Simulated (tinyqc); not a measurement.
From fracture stress, inner crack back to substrate surface energy gamma_s: thermal stress, cracking, delamination and buckling of a thin film; Griffith cracks and misfitting inclusions. Computed by tinyqc, a small Python program. Command: `OMP_NUM_THREADS=1 python tinyqc.py 3006895 3006896 out.jsonl filmcrack inv`. One thread of a shared host (Intel(R) Xeon(R) Processor @ 2.30GHz), about 0.07 s of CPU time with the checks.

Isotropic linear elasticity; the substrate is much thicker than the film; stress is positive in tension.

Inputs (values chosen for the exercise, for a model film): substrate Young's modulus E_s = 155 GPa; substrate Poisson ratio nu_s = 0.22; flaw half length a = 19 micrometre.

Method. Through crack of length 2a in plane strain: K_Ic = sqrt(2 gamma_s E_s/(1 - nu_s^2)); fracture stress = K_Ic/sqrt(pi a). An edge crack of depth a has K larger by 1.1215.

Task: A run gave the result below. Find the substrate surface energy gamma_s, known to lie between 0.83 and 1.8 J/m^2.

fracture stress, inner crack = 87.69148 MPa

Result:

Each step takes the trial c = (a f_b - b f_a)/(f_b - f_a), f being the result less the target and a, b, c the logarithms of the listed values; c replaces end b, the old b replaces a if the sign of f changed, and otherwise f_a is halved.

Scan of the range:
```
substrate surface energy gamma_s (J/m^2),"fracture stress, inner crack (MPa)"
0.830,67.3040
0.944,71.7774
1.070,76.4177
1.220,81.5984
1.390,87.0982
1.580,92.8604
1.800,99.1147
```

False position (Illinois rule, in the logarithm of the input) inside the bracket:
```
step,end a,end b,trial,"fracture stress, inner crack (MPa)"
1,1.39000,1.58000,1.40846,87.6746
2,1.58000,1.40846,1.40898,87.6910
3,1.58000,1.40898,1.40901,87.6919
4,1.40898,1.40901,1.40900,87.6915
```

Fracture stress, inner crack rises at every point of a 13-point scan of the range (every second point is shown), so one value fits; it is bracketed by 1.39 and 1.58. The scan shows a pure power law with exponent 0.5000, so scaling from any one row also gives the answer directly. Answer: substrate surface energy gamma_s = 1.409 J/m^2.
